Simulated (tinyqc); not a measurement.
## Input admittance of a MOSFET at zero drain bias: distributed channel and distributed gate: effect of the channel length

Source and drain grounded, strong inversion, w = 2 pi f, Cox = eps0 eox/tox. The channel is an RC line of resistance 1/(mu Cox Vo) per square fed from both ends, so one finger has the intrinsic admittance y = i w Cox L tanh(g)/g per width, g = (1/2) sqrt(i w tau), tau = L^2/(mu Vo). The vertical resistance rv/L is in series with y, the overlaps 2 i w Cov in parallel: y_t = 1/(1/y + rv/L) + 2 i w Cov. The gate strip is a line of Rsh/L per length loaded by y_t, so a finger has Y = y_t Wf tanh(k)/k, k = (Wf/sd) sqrt(y_t Rsh/L); the device has Nf Y.

Low-frequency limits, with c = Cox L and ct = c + 2 Cov: R_strip = Rsh Wf/(3 sd^2 L Nf), R_ch = (c/ct)^2 L/(12 mu Cox Vo Wf Nf), R_vert = (c/ct)^2 rv/(L Wf Nf), C = ct Wf Nf. Z = 1/(Nf Y) = R + 1/(i w C), Q = |Im Z|/R, far-point signal |1/cosh k|.

Values chosen for this exercise; values of the order met in silicon radio-frequency transistors:
- eox = 3.9 (relative permittivity of the gate insulator (close to silicon dioxide))
- tox = 2.4 nm (insulator thickness)
- Wf = 5.4 um (finger width)
- Nf = 32 (number of fingers)
- mu = 260 cm^2/(V s) (channel mobility)
- Vo = 0.79 V (gate overdrive)
- Rsh = 4.3 ohm/square (sheet resistance of the gate)
- rv = 12 ohm um^2 (vertical resistivity of the gate stack)
- sd = 1 (number of ends at which a finger is contacted)
- Cov = 0.16 fF/um (overlap and fringe capacitance on each side)
- f = 26 GHz (frequency)

Constants: eps0 = 8.8541878128e-14 F/cm where lengths are in cm. Results are converted to the units shown.

Result of one run:
```
w tau       |k|  R (ohm)  low-frequency R (ohm)  C (fF)        Q  signal at the far point
71.581  0.26564   2.4654                 4.9271  2486.1  0.99873                  0.97574
```

Which channel length L gave this result: 0.058, 0.11, 0.8 or 3 um?

L = 3 um.

The whole series:
```
L (um)      w tau      |k|  R (ohm)  low-frequency R (ohm)  C (fF)        Q  signal at the far point
0.03    0.0071581  0.71627   8.8240                 8.8420  129.11   5.3733                  0.97476
0.058    0.026755  0.63840   4.8384                 4.8453  198.73   6.3662                  0.98213
0.11     0.096236  0.59505   2.7566                 2.7599  327.81   6.7742                  0.98455
0.22      0.38494  0.56910   1.6538                 1.6559  600.58   6.1629                  0.98281
0.42       1.4030  0.55349   1.3405                 1.3432  1093.3   4.1766                  0.97234
0.8        5.0902  0.51842   1.6029                 1.6203  1963.1   1.9453                  0.94582
1.6        20.361  0.37862   2.3715                 2.7332  2716.3  0.95026                  0.95094
3          71.581  0.26564   2.4654                 4.9271  2486.1  0.99873                  0.97574
```

As L goes from 0.03 to 3, R goes from 8.82 through a minimum of 1.34 (at L = 0.42 among the rows listed) to 2.47 ohm, C goes from 129 through a maximum of 2720 (at L = 1.6 among the rows listed) to 2490 fF and Q moves up and down between 0.950 and 6.77. R_strip falls as 1/L while R_ch grows with L, which gives the minimum of R.

tinyqc, about 0.01 s, one thread, Intel Xeon 2.30GHz (shared host): `OMP_NUM_THREADS=1 python tinyqc.py 2262147 2262148 out.jsonl`
